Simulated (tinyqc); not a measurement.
MOSFET in saturation, small-signal circuit and noise: two steps of the calculation.

Bias by the inversion coefficient IC = I/Ispec (charge-based model with velocity saturation; weak inversion below 0.1, strong above 10). Common-source circuit: gm, gds, Cgs, Cgd and Cj at the inner nodes, Rg in series with the gate; quasi-static, no source or drain resistance, no gate-body capacitance, no substrate network, no induced gate noise, so fmax is an upper estimate.

Inputs (values chosen for the exercise):
```
symbol,value,unit,meaning
T,300,K,temperature
L,90,nm,gate length
W,20,um,total gate width
Cox,0.99,uF/cm^2,gate capacitance
mu,410,cm^2/(V s),mobility
n,1.45,,slope factor
Ls,10,nm,velocity-saturation length
sg,0.029,,ratio gds/gm
IC,7.1,,inversion coefficient
f,20,GHz,signal frequency
```

Constants: q = 1.602176634e-19 C, kB = 1.380649e-23 J/K, Vt = kB T/q. Results are converted to the units shown.

Question 1. Current, transconductance and gain. Ispec = 2 n mu Cox (W/L) Vt^2, lc = Ls/L, gms = [sqrt((lc IC + 1)^2 + 4 IC) - 1]/[2 + lc (lc IC + 1)], gm = gms Ispec/(n Vt), gds = sg gm.

Give: Ispec; I; gms; gm; gds; gm/I.

Answer 1.

Ispec = 174.8 uA
I = 1241 uA
gms = 2.102
gm = 9.802 mS
gds = 0.2843 mS
gm/I = 7.897 1/V

Question 2. Admittance matrix. Inner admittances at w = 2 pi f: y11 = i w (Cgs + Cgd), y12 = -i w Cgd, y21 = gm - i w Cgd, y22 = gds + i w (Cgd + Cd). Invert to Z, add Rg to Z11 and invert back to Y.

gm = 9.8022374 mS
gds = 0.28426488 mS
Cgs = 14.254081 fF
Cgd = 4.8 fF
Cd = 11.4 fF
Rg = 17.407407 ohm

Wanted: inner y; Y with Rg.

Answer 2.

inner y (mS):
```
              1             2
1  0.000+2.394i  0.000-0.603i
2  9.802-0.603i  0.284+2.036i
```

Y with Rg (mS):
```
              1              2
1  0.100+2.390i  -0.025-0.602i
2  9.760-1.010i   0.295+2.138i
```

tinyqc, about 0.01 s, one thread, Intel Xeon 2.30GHz (shared host): `OMP_NUM_THREADS=1 python tinyqc.py 2150149 2150150 out.jsonl`
